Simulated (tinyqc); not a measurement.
Doping density: delta-doped layer in the Thomas-Fermi potential.

All donors ionised in the plane z = 0, zero temperature, energies from the Fermi level EF of the Thomas-Fermi model, which lies at the bulk band edge; c = hbar^2/2m0, q = e^2/(4 pi eps0). Layer in a (001) plane: two valleys with m_z = ml, m_d = mt (unprimed) and four with m_z = mt, m_d = sqrt(ml mt) (primed); m3 = (ml mt^2)^(1/3), gv = 6. With n = (gv/3 pi^2)(m3 (-V)/c)^(3/2) and V'' = -(4 pi q/eps) n for z > 0, the solution is V = -b/(|z| + z0)^4 with sqrt(b) = 20/K, K = (4 pi q/eps)(gv/3 pi^2)(m3/c)^(3/2), and z0^5 = 4b/(e F0), e F0 = 2 pi q N/eps; 1e13/cm^2 = 1e-3/angstrom^2. Exchange and correlation are left out.

Subbands solve -(c/m_z) psi'' + V psi = E psi on 1280 points of spacing z0/80; up to ten levels for each group, kept if bound with an rms width below 2.5 z0.

Constants: hbar^2/2m0 = 3.80998211 eV angstrom^2; e^2/(4 pi eps0) = 14.39964547 eV angstrom.

Parameters, chosen for this exercise (near those of a delta-doped layer in Si; shifted at random, so the results belong to these values and not to a real crystal):

| symbol | value | unit | meaning |
|---|---|---|---|
| ml | 0.911 | m0 | longitudinal mass |
| mt | 0.194 | m0 | transverse mass |
| eps | 11.6 |  | dielectric constant |
| Nl | (0.2, 0.4, 0.8, 1.4, 2.4, 4, 6.4) | x 1e13/cm^2 | sheet densities |

The well, the lowest level and the filling anew; at zero temperature n_i = g m_d (mu - E_i)/(2 pi c), with mu fixed by sum n_i = N.

Results:

| N (1e13/cm^2) | z0 (angstrom) | depth (eV) | lowest (eV) | next - lowest (eV) | occupied | share of lowest (%) |
|---|---|---|---|---|---|---|
| 0.20 | 44.0 | 0.0172 | -0.0046 | 0.0026 | 2 | 36.0 |
| 0.40 | 38.3 | 0.0299 | -0.0089 | 0.0049 | 2 | 34.8 |
| 0.80 | 33.4 | 0.0521 | -0.0173 | 0.0090 | 2 | 33.5 |
| 1.4 | 29.8 | 0.0815 | -0.0293 | 0.0145 | 2 | 32.4 |
| 2.4 | 26.8 | 0.1254 | -0.0485 | 0.0229 | 3 | 31.2 |
| 4.0 | 24.2 | 0.1887 | -0.0777 | 0.0350 | 3 | 30.0 |
| 6.4 | 22.0 | 0.2748 | -0.1196 | 0.0516 | 3 | 28.9 |

What can be read from this table?

The depth grows as N^(4/5) and z0 shrinks as N^(-1/5): factors 16.0 and 2.00 for 32 times the doping. The lowest level deepens faster, with exponent 0.94, since the zero-point energy takes a smaller share of a deeper well (73 % falling to 56 %). The number of occupied subbands is 2 in the first row and 3 in the last. Up to N = 0.8 the donor spacing exceeds 1.5 Bohr radii (one radius, a0 eps/m with the density-of-states mass, is 19 angstrom), where a uniform sheet is a crude picture of discrete donors (beyond about three radii electrons stay on single donors).

Run: tinyqc, `OMP_NUM_THREADS=1 python tinyqc.py 1282619 1282620 out.jsonl`; Intel(R) Xeon(R) Processor @ 2.30GHz, one thread, shared host; about 0.1 s of CPU time with all checks.
